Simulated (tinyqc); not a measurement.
Circular transfer-length structure: resistance against gap.

A disc contact of radius r0 and a very wide ring contact from r1 = r0 + sp outwards lie on a thin layer; the metal has no resistance and the sheet resistance under the contacts equals Rsh.

Transfer length Lt = sqrt(rc/Rsh). R = (Rsh/2 pi) [(Lt/r0) I0(r0/Lt)/I1(r0/Lt) + ln(r1/r0) + (Lt/r1) K0(r1/Lt)/K1(r1/Lt)] with modified Bessel functions; for r0 >> Lt both ratios tend to 1. The last column is Rsh (sp + 2 Lt)/(2 pi r0).

Values chosen for this exercise: sheet resistance of the semiconductor layer Rsh = 1300 ohm/sq; specific contact resistivity rc = 1.4e-7 ohm cm^2; radius of the inner contact r0 = 3.1 um.

Resistance against gap:
```
sp (um)  R (ohm)  large-radius form (ohm)  linear form (ohm)
0.15      23.325                   23.309             23.864
0.24      28.804                   28.783             29.871
0.37      36.471                   36.442             38.547
0.57      47.737                   47.699             51.896
0.88      64.071                   64.021             72.586
1.4       88.869                   88.805             107.29
2.1       118.15                   118.08             154.01
3.3       160.36                   160.26             234.10
```

Read the table: what changes, and by how much?

R rises from 23.3 to 160 ohm. The linear form is 2.3 % above it in the first row and 46 % above it in the last, where ln(1 + sp/r0) has bent well below sp/r0. A straight line through the end rows, read with the linear form, gives Rsh = 847 ohm/sq and Lt = 0.193 um, against 1300 and 0.104.

Computed by the program tinyqc: `OMP_NUM_THREADS=1 python tinyqc.py 2760116 2760117 out.jsonl`, one thread of a shared Intel Xeon 2.30GHz, about 0.01 s for the whole run.
